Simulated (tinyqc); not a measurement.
Liquidus of a compound AB in a simple-solution melt, liquid-phase epitaxy and vapour pressures: one step, computed by the program tinyqc. Command: `OMP_NUM_THREADS=1 python tinyqc.py 3031283 3031284 out.jsonl liq35 walk`. One thread of a shared host (Intel(R) Xeon(R) Processor @ 2.30GHz), about 0.05 s of CPU time with the checks.

x is the atom fraction of B in the melt. The melt is a simple solution: R T ln gamma_B = W (1 - x)^2, R T ln gamma_A = W x^2, W = a + b T. The solid AB is stoichiometric.

Question. Slope of the liquidus. Liquidus (Vieland): f(x) = R T ln[4 x (1 - x)] + 2 W (1/2 - x)^2 + S_F (T_F - T) = 0. dx/dT = -(df/dT)/f', df/dT = R ln[4 x (1 - x)] + 2 b (1/2 - x)^2 - S_F, f' = (1 - 2x)[R T/(x (1 - x)) - 2 W]. Concentrations: C_L = x N_A/V_L in the melt, C_S = 4/a0^3 in the solid; m = dT/dC_L.

Inputs (values chosen for the exercise, modelled on GaSb for the melt):

| quantity | value | unit |
|---|---|---|
| entropy of fusion S_F | 66.1 | J/(mol K) |
| interaction slope b | -24.1 | J/(mol K) |
| saturation temperature T | 736 | K |
| molar volume of the melt V_L | 11.9 | cm^3/mol |
| lattice constant a0 | 6.096 | angstrom |

solubility x = 0.01526901

W = 1.8624 kJ/mol

Constants: R = 8.314462618 J/(mol K); N_A = 6.02214076e+23 1/mol; k_B = 8.617333262e-05 eV/K.

Give: dx/dT; C_L; C_S; slope m; apparent heat of solution k_B T^2 d ln x/dT.

Answer.

dx/dT = 2.578e-04 1/K

C_L = 7.727e+20 1/cm^3

C_S = 1.766e+22 1/cm^3

slope m = 7.664e-20 K cm^3

apparent heat of solution k_B T^2 d ln x/dT = 0.7882 eV
